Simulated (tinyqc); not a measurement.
Plane-wave Kohn-Sham cycle with exchange-only LDA in a layered model solid, step by step. Computed by tinyqc, a small Python program that keeps every step. Settings: points = 16, plane-wave index or count = 2, electrons = 2, k points = 3, area = 30.0, mixing = 0.5, iteration cap = 64, Pulay depth = 5. Command: `OMP_NUM_THREADS=1 python tinyqc.py 30271 30272 out.jsonl` (the two numbers bound the seeds that draw the settings). One thread of a shared host (Intel(R) Xeon(R) Processor @ 2.60GHz), about 0.01 s of CPU time with the checks. Later iterations appear only in the table of the cycle.

## Iteration 1: potential

A solid whose potential varies along x alone (atomic units):
```
parameter,value
period a,11.800000
cross-section of the cell,30.000000
electrons per cell,2
grid points,16
"plane waves -n..n, n",2
k points,3
V1 in V1 cos(2 pi x/a),-0.690000
V2 in V2 cos(4 pi x/a),-0.030000
```

density at the start, on the grid x_j = j a/N (e/bohr^3): 0.00564972  0.00564972  0.00564972  0.00564972  0.00564972  0.00564972  0.00564972  0.00564972  0.00564972  0.00564972  0.00564972  0.00564972  0.00564972  0.00564972  0.00564972  0.00564972

V_H(G) = 4 pi rho(G)/G^2 for G != 0 (uniform background); v_x = -(3 rho/pi)^(1/3); V = V_ext + V_H + v_x; Fourier components f(G_m) = (1/N) sum_j f(x_j) exp(-i G_m x_j).

Potentials on the grid (hartree):
```
x,V_ext,V_H,v_x,V
0.000000,-0.720000,0.000000,-0.175388,-0.895388
0.737500,-0.658690,0.000000,-0.175388,-0.834078
1.475000,-0.487904,0.000000,-0.175388,-0.663291
2.212500,-0.242838,0.000000,-0.175388,-0.418226
2.950000,0.030000,0.000000,-0.175388,-0.145388
3.687500,0.285265,0.000000,-0.175388,0.109877
4.425000,0.487904,0.000000,-0.175388,0.312516
5.162500,0.616264,0.000000,-0.175388,0.440876
5.900000,0.660000,0.000000,-0.175388,0.484612
6.637500,0.616264,0.000000,-0.175388,0.440876
7.375000,0.487904,0.000000,-0.175388,0.312516
8.112500,0.285265,0.000000,-0.175388,0.109877
8.850000,0.030000,0.000000,-0.175388,-0.145388
9.587500,-0.242838,0.000000,-0.175388,-0.418226
10.325000,-0.487904,0.000000,-0.175388,-0.663291
11.062500,-0.658690,0.000000,-0.175388,-0.834078
```

V(G_m), m = 0, 1, 2, ... (hartree): -0.175388  -0.345000  -0.015000  0.000000  0.000000

## Iteration 1: Hamiltonian at one k

k = 0.000000 2 pi / a

H(m,m') = (k + G_m)^2/2 delta + V(G_m - G_m'), with V(-G) = V(G).

H (hartree):
```
,-2,-1,+0,+1,+2
-2,0.391668,-0.345000,-0.015000,0.000000,0.000000
-1,-0.345000,-0.033624,-0.345000,-0.015000,0.000000
+0,-0.015000,-0.345000,-0.175388,-0.345000,-0.015000
+1,0.000000,-0.015000,-0.345000,-0.033624,-0.345000
+2,0.000000,0.000000,-0.015000,-0.345000,0.391668
```

## Iteration 1: levels at that k

Diagonalise the Hermitian matrix.

eigenvalues (hartree): -0.663511  -0.214863  0.174843  0.587907  0.656324

## Iteration 1: new density

Motion across x is left out: the lowest 1 band(s) hold two electrons at each of the k points (j + 1/2)/nk - 1/2. Residual R = rho(out) - rho(in); rho(new) = rho(in) + 0.5 R. rho(out) = 2/(a A nk) sum |psi|^2 with psi = sum c exp(i G x). Harris energy E = band energy - dV sum rho (V_H/2 + v_x) + (3/4) dV sum rho v_x with rho(in), dV = a A/N, band energy = (2/nk) sum of the filled levels.

rho(out) (e/bohr^3): 0.02224217  0.01861137  0.01068413  0.00391853  0.00078125  0.00006182  0.00000148  0.00000716  0.00002183  0.00000716  0.00000148  0.00006182  0.00078125  0.00391853  0.01068413  0.01861137

density after iteration 1 (e/bohr^3): 0.01394595  0.01213054  0.00816693  0.00478412  0.00321548  0.00285577  0.00282560  0.00282844  0.00283578  0.00282844  0.00282560  0.00285577  0.00321548  0.00478412  0.00816693  0.01213054

energy per cell = -1.23645880 hartree

## Iteration 2: potential

As before.

Potentials on the grid (hartree):
```
x,V_ext,V_H,v_x,V
0.000000,-0.720000,0.240279,-0.237032,-0.716752
0.737500,-0.658690,0.213012,-0.226265,-0.671943
1.475000,-0.487904,0.142711,-0.198309,-0.543502
2.212500,-0.242838,0.054821,-0.165930,-0.353948
2.950000,0.030000,-0.028247,-0.145347,-0.143594
3.687500,0.285265,-0.095370,-0.139711,0.050184
4.425000,0.487904,-0.143561,-0.139218,0.205125
5.162500,0.616264,-0.172462,-0.139264,0.304537
5.900000,0.660000,-0.182084,-0.139384,0.338531
6.637500,0.616264,-0.172462,-0.139264,0.304537
7.375000,0.487904,-0.143561,-0.139218,0.205125
8.112500,0.285265,-0.095370,-0.139711,0.050184
8.850000,0.030000,-0.028247,-0.145347,-0.143594
9.587500,-0.242838,0.054821,-0.165930,-0.353948
10.325000,-0.487904,0.142711,-0.198309,-0.543502
11.062500,-0.658690,0.213012,-0.226265,-0.671943
```

V(G_m), m = 0, 1, 2, ... (hartree): -0.167782  -0.264226  -0.011315  0.000175  0.000709

## Iteration 2: Hamiltonian at one k

k = 0.000000 2 pi / a

As before.

H (hartree):
```
,-2,-1,+0,+1,+2
-2,0.399274,-0.264226,-0.011315,0.000175,0.000709
-1,-0.264226,-0.026018,-0.264226,-0.011315,0.000175
+0,-0.011315,-0.264226,-0.167782,-0.264226,-0.011315
+1,0.000175,-0.011315,-0.264226,-0.026018,-0.264226
+2,0.000709,0.000175,-0.011315,-0.264226,0.399274
```

## Iteration 2: levels at that k

As before.

eigenvalues (hartree): -0.519856  -0.143636  0.153546  0.527499  0.561179

## Iteration 2: new density

B (overlaps of the stored error matrices):
```
,1,2
1,9.3701127e-04,4.3362743e-04
2,4.3362743e-04,2.0164506e-04
```

Motion across x is left out: the lowest 1 band(s) hold two electrons at each of the k points (j + 1/2)/nk - 1/2. Residual R = rho(out) - rho(in); rho(new) = rho(in) + 0.5 R; Pulay mixing then takes sum c_i of the stored mixed densities, with c from B_ij = sum R_i R_j as in DIIS. rho(out) = 2/(a A nk) sum |psi|^2 with psi = sum c exp(i G x). Harris energy E = band energy - dV sum rho (V_H/2 + v_x) + (3/4) dV sum rho v_x with rho(in), dV = a A/N, band energy = (2/nk) sum of the filled levels.

rho(out) (e/bohr^3): 0.02128636  0.01804510  0.01083504  0.00439408  0.00109902  0.00014986  0.00001208  0.00000982  0.00001909  0.00000982  0.00001208  0.00014986  0.00109902  0.00439408  0.01083504  0.01804510

DIIS coefficients: -0.854757  1.854757

density after iteration 2 (e/bohr^3): 0.02075329  0.01761558  0.01064128  0.00442241  0.00125272  0.00034637  0.00021641  0.00021451  0.00022364  0.00021451  0.00021641  0.00034637  0.00125272  0.00442241  0.01064128  0.01761558

energy per cell = -1.03436800 hartree

## Convergence

Stop when sqrt(dV sum R^2) is below 1e-8, dV = a A/N.

Course of the cycle:
```
iteration,E (hartree),norm of the residual
1,-1.23645880,1.44e-01
2,-1.03436800,6.68e-02
3,-0.97971880,6.97e-03
4,-0.98021360,8.30e-03
5,-0.97995623,5.82e-05
6,-0.97995623,6.88e-05
7,-0.97995623,2.58e-07
8,-0.97995623,4.97e-08
9,-0.97995623,2.67e-09
```

Converged in 9 iterations. Before convergence this energy mixes input and output and is not variational, so it may rise towards its limit.
